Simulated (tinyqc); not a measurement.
From results to parameters: diatomic chain. Computed by the program tinyqc.

Problem. A chain of two alternating masses has one spring constant k; at the zone edge omega^2 = 2k/M and 2k/m, and wavenumber = 521.4708 sqrt(omega^2) with omega^2 in eV/(angstrom^2 u). Find k, the heavier mass and the optical wavenumber at q = 0.

wavenumbers at the zone edge (cm^-1): 240.456618  643.717531
lighter mass = 8.400000 u

Solution. The upper value gives k = m omega^2/2, the ratio of the squares gives M/m, and at q = 0 omega^2 = 2k (1/m + 1/M), the sum of the two.

k = 6.400 eV/angstrom^2
heavier mass = 60.2000 u
optical wavenumber at q = 0 = 687.162 cm^-1
